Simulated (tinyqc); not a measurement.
# Implant damage, amorphisation by cascade overlap, and solid-phase epitaxial regrowth, step by step

A worked calculation. Computed by tinyqc, a small Python program that keeps every step. Command: `OMP_NUM_THREADS=1 python tinyqc.py 3113768 3113769 out.jsonl sper walk`. One thread of a shared host (Intel(R) Xeon(R) Processor @ 2.30GHz), about 0.01 s of CPU time with the checks. Intermediate numbers are printed to about 6 digits and carried at full precision; extremes and crossings named in words are read from the listed rows.

Range and width of the damage are inputs. Dynamic annealing enters only through the surviving share f.

Inputs (values chosen for the exercise, modelled on indium ions in silicon):
```
quantity                            value    unit
atomic density N                     49.9  1/nm^3
ion Z1                                 49       -
ion mass M1                         114.8       u
target Z2                              14       -
target mass M2                      28.09       u
ion energy E                          170     keV
displacement energy E_d                16      eV
depth of the damage peak R_d           78      nm
width of the damage profile s_d        37      nm
share of defects that survive f      0.97       -
critical displaced share x_c         0.19       -
dose Q                            5.3e+14  1/cm^2
overlaps needed n                       2       -
area amorphised by one track A_i     0.39    nm^2
regrowth prefactor v0             4.6e+15    nm/s
regrowth energy E_a                  2.72      eV
anneal temperature                    601       C
rate relative to (100)               0.33       -
peak enhancement by the dopant        4.3       -
ramp rate                             1.4     K/s
```

Constants: a_0 = 0.529177210903 angstrom; e^2/(4 pi eps_0) = 14.39964548 eV angstrom; k_B = 8.617333262e-05 eV/K.

## Damage energy and displacements per ion

Robinson partition: eps = E a M2/(Z1 Z2 (e^2/(4 pi eps_0)) (M1 + M2)), a = 0.8853 a_0/sqrt(Z1^(2/3) + Z2^(2/3)); k = 0.0793 Z1^(2/3) Z2^(1/2) (M1 + M2)^(3/2)/((Z1^(2/3) + Z2^(2/3))^(3/4) M1^(3/2) M2^(1/2)); damage energy T_d = E/(1 + k (eps + 0.40244 eps^(3/4) + 3.4008 eps^(1/6))); displacements nu = 0.8 T_d/(2 E_d).

reduced energy eps = 0.361719

k = 0.113497

damage energy T_d = 122.464 keV

T_d/E = 0.720375

displacements per ion nu = 3061.59

28 % of the energy goes to electrons.

## The amorphous layer

Displaced share x(z) = f nu Q exp(-(z - R_d)^2/(2 s_d^2))/(sqrt(2 pi) s_d N); the layer is amorphous where x > x_c, between R_d -/+ s_d sqrt(2 ln(x_max/x_c)), the upper edge being cut at the surface. Threshold dose Q_c = Q x_c/x_max.

peak displaced share x_max = 3.40097

threshold dose Q_c = 2.96092e+13 1/cm^2

upper edge = 0 nm

lower edge = 166.874 nm

The layer reaches the surface. Caution: x above 1 counts atoms displaced more than once.

## Damage left below the interface

Displaced atoms per area beyond the lower edge z2: f nu Q (1/2) erfc((z2 - R_d)/(sqrt2 s_d)); they are not removed by regrowth.

share of the damage beyond z2 = 0.00815294

displaced atoms beyond z2 = 1.28325e+16 1/cm^2

## Layer against dose

The formulas are those given above.

Dose series; the last column is f nu Q erfc((z2 - R_d)/(sqrt2 s_d))/2:
```
Q (1/cm^2)    x_max  upper edge (nm)  lower edge (nm)  displaced atoms beyond z2 (1/cm^2)
3.26e+13    0.20919          61.7682           94.232                         3.19912e+16
4.44e+13    0.28491          44.6936          111.306                         2.42635e+16
7.40e+13    0.47485          27.9205          128.079                         1.93276e+16
1.18e+14    0.75720          16.4731          139.527                         1.68793e+16
2.07e+14    1.32830           5.0315          150.969                         1.49368e+16
3.55e+14    2.27801           0.0000          160.470                         1.36102e+16
7.40e+14    4.74853           0.0000          171.875                         1.22801e+16
1.48e+15    9.49705           0.0000          181.490                         1.13338e+16
```

A dose 45 times larger moves the lower edge from 94.2 to 181 nm, as the root of a logarithm, and the damage beyond it falls by a factor 2.8, since the edge lies on an ever steeper tail. The layer reaches the surface at Q_c exp(R_d^2/(2 s_d^2)) = 2.73e14 per cm^2.

## Overlap model

Gibbons model: a point turns amorphous after n + 1 hits; with y = A_i Q the amorphous share is 1 - exp(-y) sum_(k=0..n) y^k/k!. Doses are set by y.

Amorphous share:
```
y     Q (1/cm^2)  direct impact (n = 0)      given n
0.1  2.56410e+13               0.095163  1.54653e-04
0.3  7.69231e+13               0.259182  3.59949e-03
0.6  1.53846e+14               0.451188  2.31153e-02
1.0  2.56410e+14               0.632121  8.03014e-02
2.0  5.12821e+14               0.864665  3.23324e-01
3.0  7.69231e+14               0.950213  5.76810e-01
5.0  1.28205e+15               0.993262  8.75348e-01
8.0  2.05128e+15               0.999665  9.86246e-01
```

At small y the share grows as y^3; between the first rows the exponent is 2.86.

## Isothermal regrowth

v = v0 x orientation factor x exp(-E_a/(k_B T)) x [1 + (enhancement - 1) exp(-(z - R_d)^2/(2 s_d^2))], T = anneal temperature + 273.15 K; the dopant is taken to follow the damage profile; the lower front moves from the lower edge z2 to the surface, or to the middle (z1 + z2)/2 of a buried layer with upper edge z1; time = int dz/v; the equivalent undoped distance is that time times the undoped velocity.

undoped velocity = 0.315884 nm/s

distance to regrow = 166.874 nm

time without enhancement = 528.276 s

equivalent undoped distance = 70.4063 nm

time with enhancement = 222.887 s

The rate doubles for each 17 K or so near this temperature.

## Regrowth during a ramp

On a linear ramp from 200 C regrowth ends at the T_f where int v_undoped dT/(ramp rate) equals the equivalent undoped distance.

temperature at which regrowth ends = 665.212 C

Checks made by the program: tail against quadrature of x(z) N (relative difference below 1e-10).
